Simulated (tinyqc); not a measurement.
Worked calculation: band-to-band tunnelling across a p-n junction in a two-band chain. Values are carried at full precision from step to step, so a last printed digit may differ when a step is redone from the rounded ones.

Sites alternate A at -Eg/2 and C at +Eg/2 with hopping -t; near the edges, with k counted from the zone boundary pi/a, E^2 = (Eg/2)^2 + (t a k)^2, so t = sqrt(c Eg/m)/a gives the mass m, c = hbar^2/2m0. In the gap cosh(q a) = 1 + (Eg^2/4 - e^2)/(2 t^2), e the energy from the local mid-gap. The potential is V0 = Eg + ov on the p side (left), 0 on the n side, and falls linearly over the 2N sites of the junction, V_j = V0 (1 - j/(2N + 1)), j = 1 to 2N, site 1 being A. E = Eg/2 + x ov. A half chain that ends on a site of level e1 with neighbour e2 has g = (1 + z)/(E - e1), z = exp(-/+ i k a) the root with Im g < 0, cos(k a) = (E - e1)(E - e2)/(2 t^2) - 1. S_L = t^2 g (ending on C, shifted by V0), S_R = t^2 g (starting on A). T = 4 Im(S_L) Im(S_R) |G_(1,2N)|^2.

Constants: hbar^2/2m0 = 3.80998211 eV angstrom^2.

Values chosen for the exercise (gap and mass near those of InGaAs; the results hold for these values, not for the real material):
- Eg = 0.761 eV (gap)
- m = 0.0452 m0 (mass of electron and light hole)
- a = 6 angstrom (period (two sites))
- ov = 0.31 eV (overlap: top of the valence band on the p side above the conduction edge on the n side)
- N = 3 (periods in the small junction)
- x = 0.74 (energy above the n-side conduction edge, as a share of ov)

## Hopping, field and tunnelling length

Form t, V0, E, the field F = V0/((2N + 1) a/2) (1 V/angstrom = 100 MV/cm) and the length Eg/F over which E lies in the gap.

t = 1.3349 eV
V0 = 1.0710 eV
E = 0.6099 eV
F = 5.100 MV/cm
tunnelling length = 14.92 angstrom

So short a junction keeps the matrix small; its field is above the 1 to 3 MV/cm of tunnel diodes.

## Self-energies of the two sides

Form cos(k a) and S for each side.

cos(k a): left -0.980965, right -0.936246

S_L, S_R (eV): -0.04030-0.41112i  0.11470-0.63211i

## Recursive Green function

g_1 = 1/(E - e_1 - S_L); g_j = 1/(E - e_j - t^2 g_(j-1)), with S_R also subtracted at the last site; G_1j = G_1(j-1) (-t) g_j, G_11 = g_1; e_j is the site level plus V_j. The self-energies stand in the order S_L, S_R.

Sweep:
```
j  e_j (eV)       g_j (1/eV)      G_1j (1/eV)
1    0.5375   0.6202-2.2624i   0.6202-2.2624i
2    1.1455  -0.0866-0.2128i   0.7144-0.0854i
3    0.2315   1.2459-0.8868i  -1.0870+0.9877i
4    0.8395  -0.2883-0.1860i  -0.6635+0.1102i
5   -0.0745   0.7754-0.2145i   0.6551-0.3040i
6    0.5335  -0.4663-0.3331i   0.5430+0.1021i
```

T = 0.3173

## WKB for the same field

T = exp(-2 I/F), I = integral of q de across the gap. Continuum: q = sqrt(Eg^2/4 - e^2)/(t a), I = pi Eg^2/(8 t a). Lattice: q from the cosh formula, 12 Gauss-Legendre points in u with e = (Eg/2) sin(u), u from -pi/2 to pi/2. F in V/angstrom is the value in MV/cm over 100.

I (eV/angstrom): continuum 0.028395, lattice 0.028324

T by WKB: continuum 0.3284, lattice 0.3293

The chain gives 0.3173, 0.964 times the lattice WKB value; the exponent is only 1.11, and reflections at the two kinks of the potential count.

## Checks

- G_(1,2N) from the sweep against inversion of the whole matrix (size): both 0.55251.

Program tinyqc; command `OMP_NUM_THREADS=1 python tinyqc.py 1481333 1481334 out.jsonl`; about 0.01 s on one thread of a shared Intel(R) Xeon(R) Processor @ 2.30GHz.
